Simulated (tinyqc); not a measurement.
Inside a calculation. Model: thermal and gravitational stress in a wafer during furnace and rapid thermal processing, and the onset of slip. Computed by tinyqc, a small Python program that keeps every step. Command: `OMP_NUM_THREADS=1 python tinyqc.py 3025891 3025892 out.jsonl slip walk`. One thread of a shared host (Intel(R) Xeon(R) Processor @ 2.30GHz), about 0.01 s of CPU time with the checks. Intermediate numbers are printed to about 7 digits and carried at full precision; extremes and crossings named in words are read from the listed rows.

A thin free disc in plane stress, isotropic; T(r) = T_centre + dT (r/R)^n. Stress is positive in tension; sigma_SB = 5.670374419e-8 W/(m^2 K^4), g = 9.80665 m/s^2.

Inputs (values chosen for the exercise, modelled on silicon):
```
quantity                              value        unit
wafer radius R                          150          mm
thickness t                             775  micrometre
Young's modulus E                       148         GPa
Poisson ratio nu                       0.25           -
expansion alpha                        4.11      1e-6/K
edge less centre temperature dT         -27           K
exponent n of the profile                10           -
temperature T                          1400           K
prefactor A of the critical stress  0.00023         MPa
energy U of the critical stress        1.04          eV
density rho                            2330      kg/m^3
heat capacity c                         955    J/(kg K)
conductivity k                         23.7     W/(m K)
wafer spacing s                         7.9          mm
ramp rate                               3.5       K/min
radius of the support ring over R       0.7           -
```

Temperature profile: edge zone, power law.

Constants: k_B = 8.617333262e-05 eV/K.

## Thermal stress

With x = r/R: s_rr = alpha E dT (1 - x^n)/(n + 2), s_tt = alpha E dT [1 - (n + 1) x^n]/(n + 2).

Temperature and stresses at r/R = 0, 0.3, 0.5, 0.7, 0.8, 0.9, 0.95, 1:
```
r/R   T - T_centre (K)  s_rr (MPa)  s_tt (MPa)
0.00           0.00000   -1.368630    -1.36863
0.30          -0.00016   -1.368622    -1.36854
0.50          -0.02637   -1.367293    -1.35393
0.70          -0.76268   -1.329970    -0.94337
0.80          -2.89910   -1.221674     0.24788
0.90          -9.41432   -0.891418     3.88070
0.95         -16.16590   -0.549181     7.64531
1.00         -27.00000    0.000000    13.68630
```

hoop stress at the edge = 13.6863 MPa

r/R where s_tt = 0 = 0.7867934

The cold edge is stretched; the edge stress is n times that at the centre in size.

## Resolved stress round the edge

At the edge the stress is uniaxial along the tangent d = (cos phi, sin phi, 0) of a (001) wafer; the Schmid factor is the largest |(d.n)(d.b)| over the twelve {111}<110> systems.

Schmid factor and resolved stress at phi = 0, 7.5, 15, 22.5, 30, 37.5 and 45 degrees from [100]:
```
phi from [100] (degrees)  Schmid factor  resolved stress (MPa)
0.0                           0.4082483               5.587409
7.5                           0.4541241               6.215279
15.0                          0.4829629               6.609975
22.5                          0.4927993               6.744599
30.0                          0.4829629               6.609975
37.5                          0.4541241               6.215279
45.0                          0.4082483               5.587409
```

The factor is 1/sqrt(6) = 0.408 along <100> and <110> and peaks at 0.4928 at 22.5 degrees, so slip, if any, starts at eight places between these directions.

## Slip criterion

Critical resolved stress tau_c = A exp(U/(k_B T)), a form chosen for the exercise; slip when 0.492799 |s_tt(R)| > tau_c; allowed |dT| = tau_c (n + 2)/(0.492799 n alpha E).

critical stress tau_c = 1.275155 MPa

resolved over critical stress = 5.289237

allowed |dT| = 5.104706 K

Slip is expected.

## Ramp rate in a batch furnace

In a stack heated from the rim, heat flows inward by conduction and by radiation between wafers: k_eff = k + (16/3) sigma_SB T^3 s^2/t (a diffusion estimate with the spacing as path length). A steady ramp gives the parabolic lag dT = rho c (ramp) R^2/(4 k_eff); the allowed ramp uses n = 2.

k_eff = 90.52624 W/(m K)

lag of the centre = 8.065367 K

allowed ramp rate = 3.692014 K/min

Radiation carries 74 % of the inward flow. The ramp is 0.95 of the allowed one.

## Gravity

Own weight q = rho g t on a ring of radius b R, x = r/R: moments of an edge-supported plate, M_r = q R^2 (3 + nu)(1 - x^2)/16 and M_t = q R^2 [(3 + nu) - (1 + 3 nu) x^2]/16, less the uniform moment inside the ring load, q R^2 [(1 - nu)(1 - b^2) - 2 (1 + nu) ln b]/8; stress at the lower face = 6 M/t^2.

stress at the centre = 0.1745396 MPa

radial stress at the ring = -0.2216181 MPa

hoop stress at the ring = -0.03877612 MPa

The largest of these is 0.087 tau_c when halved for shear. Point supports give far higher local stress than a ring.

## Position of the support ring

The formulas are those given above.

Stress at the lower face (MPa):
```
b         centre  radial at ring  hoop at ring  largest in size
0.40  -0.6446621      -0.7740197    -0.7143162        0.7740197
0.50  -0.3335277      -0.5356490    -0.4423622        0.5356490
0.60  -0.0657057      -0.3567604    -0.2224275        0.3567604
0.65   0.0571749      -0.2844100    -0.1267554        0.2844100
0.70   0.1745396      -0.2216181    -0.0387761        0.2216181
0.75   0.2874077      -0.1673652     0.0425300        0.2874077
0.80   0.3966011      -0.1208294     0.1179847        0.3966011
0.90   0.6065373      -0.0483356     0.2539134        0.6065373
1.00   0.8084851       0.0000000     0.3731470        0.8084851
```

Among these rows the largest stress is least, 0.222 MPa, for a ring at 0.7 R, 3.6 times below edge support: the overhang balances the sag of the centre. All values scale as R^2/t.

## Limits against temperature

The formulas are those given above.

For the parabolic profile:
```
T (K)  tau_c (MPa)  allowed |dT| (K)  k_eff (W/(m K))  allowed ramp (K/min)
1050      22.56878          150.5790          51.8923              37.45735
1125      10.48873           69.9808          58.3753              19.58294
1200       5.36458           35.7925          65.7830              11.28691
1275       2.96897           19.8090          74.1770               7.04370
1350       1.75478           11.7079          83.6190               4.69304
1425       1.09618            7.3137          94.1705               3.30159
1500       0.71775            4.7888         105.8934               2.43091
```

From 1050 to 1500 K the allowed difference falls 31 times and the allowed ramp 15 times; radiation, which grows as T^3, gives back a factor 2.04. Ramps must slow as the wafer gets hotter.

Checks made by the program: force balance: the hoop stress integrates to zero (added to the edge stress) (relative difference below 1e-10).
